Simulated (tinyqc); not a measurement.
# Worked calculation: voltage acceleration of oxide breakdown, four models on the same data

tinyqc, about 0.01 s, one thread, Intel Xeon 2.30GHz (shared host): `OMP_NUM_THREADS=1 python tinyqc.py 2070166 2070167 out.jsonl` Printed values are rounded.

Field E = V/tox in MV/cm. Models: ln(t63/1 s) = a - c X with X = E (E model), -1/E (1/E model), ln V (power law, c the exponent n) or sqrt(E).

Inputs (values chosen for the exercise): oxide thickness tox = 4.1 nm; use voltage Vu = 2.5 V; stress temperature Ts = 373 K; use temperature Tu = 328 K; activation energy Ea = 0.7 eV; factor for area and percentile ks = 0.00063.

Constants: q = 1.602176634e-19 C, kB = 1.380649e-23 J/K. Results are converted to the units shown.

Range of the model: All four laws are empirical fits; none is established far below the stress range.

## Fitting the models

```
stress	V (V)	t63 (s)
0	4.36	8.64e5
1	5.09	2900
2	5.81	22.28
```

The three stress times were made with the power model, c = 36.8, and are treated as data. For each model fit ln t63 on X by least squares over the three points.

```
model	c	a	largest misfit in ln t63 (0: below 0.002)
E	2.98802	45.3193	0.251736
1/E	448.623	-28.4122	0.248036
power	36.8002	67.8565	0.000000
sqrt E	20.9992	82.0877	0.125714
```

The worst misfit of any model is 0.25 in ln t63, a factor of 1.29 in time, comparable to the scatter of t63 from small samples, so such data hardly tell the models apart.

## Projection to use conditions

Project to Vu, multiply by exp[(Ea q/kB)(1/Tu - 1/Ts)] and by ks; ten years are 3.15576e8 s. The largest voltage for ten years solves the same relation for V.

temperature factor = 19.8425

```
model	lifetime (years)	largest voltage for ten years (V)
E	232.858	2.93193
1/E	1.62714e10	3.51263
power	2.65030e5	3.29714
sqrt E	5348.29	3.14243
```

The lifetimes span 7.84 decades, from the E model (most cautious) to the 1/E model; the allowed voltage spans 2.93 to 3.51 V. 4 of the four models pass ten years at Vu. Lifetimes beyond a thousand years are formal extrapolations.
